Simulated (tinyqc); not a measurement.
# Changing the length scale l

Model: sheet resistance and Hall data of a diffused or implanted layer. Computed by tinyqc, a small Python program. Command: `OMP_NUM_THREADS=1 python tinyqc.py 3022356 3022357 out.jsonl layer sweep`. One thread of a shared host (Intel(R) Xeon(R) Processor @ 2.30GHz), about 0.1 s of CPU time with the checks.

Carriers are taken equal to the net active doping down to the junction (full ionisation, which deep dopants in wide-gap hosts do not reach; no spill-over, no depletion), and the Hall factor is 1.

Inputs (values chosen for the exercise, modelled on aluminium in 4H-SiC):
```
quantity                                 value        unit
mu_min                                    16.1  cm^2/(V s)
mu_max                                     126  cm^2/(V s)
N_ref                                  1.8e+19      1/cm^3
exponent alpha                            0.33           -
peak concentration N_0                 1.8e+20      1/cm^3
background doping N_B (opposite type)    2e+15      1/cm^3
projected range R_p                         20          nm
solubility limit N_s                   9.9e+19      1/cm^3
```

Profile: buried Gaussian (implant). Activation: limited by solubility.

Constants: e = 1.602176634e-19 C.

Method:
- N(x) = N_0 exp(-(x - R_p)^2/(2 l^2)) for x > 0, dose N_0 l sqrt(pi/2) erfc(-R_p/(l sqrt 2)), junction x_j = R_p + l sqrt(2 ln(N_0/N_B)); the layer starts at x_0 = max(0, 2 R_p - x_j).
- Mobility mu = mu_min + (mu_max - mu_min)/(1 + (N_t/N_ref)^alpha), N_t = active doping + N_B; carriers n = active doping - N_B, active doping min(N, N_s).
- Integrals from x_0 (0 unless stated) to x_j by the midpoint rule on 400 even intervals: 1/R_s = e int n mu dx; sheet density n_s = int n dx; Hall sheet density (int n mu dx)^2/int n mu^2 dx; Hall mobility int n mu^2 dx/int n mu dx.
- Mean conductivity 1/(R_s x_j); mean mobility 1/(e n_s R_s).

One run for each value:
```
length scale l (nm)  sheet resistance R_s (ohm)  junction depth x_j (nm)  mean conductivity 1/(R_s x_j) (S/cm)
1.9                                      1652.1                    29.08                                208.18
3.4                                       923.2                    36.24                                298.89
6.2                                       507.0                    49.61                                397.54
11.0                                      302.6                    72.54                                455.55
20.0                                      201.5                   115.53                                429.49
37.0                                      130.4                   196.73                                389.86
66.0                                       81.4                   335.25                                366.57
120.0                                      47.9                   593.18                                352.18
```

Over the rows, sheet resistance R_s (ohm) falls from 1650 to 47.9 (exponent d ln y / d ln x -1.00 between the first rows and -0.89 between the last); junction depth x_j (nm) rises from 29.1 to 593 (exponent d ln y / d ln x 0.38 between the first rows and 0.95 between the last); mean conductivity 1/(R_s x_j) (S/cm) goes from 208 through a maximum among these rows, 456 at 11.0, to 352. At the low end the exponent of sheet resistance R_s is -1.00, close to -1: the profile only stretches. At the high end the exponent of junction depth x_j is 0.95, close to 1: the profile only stretches.

Extremes, crossings and ranges named in words are read from the listed rows.
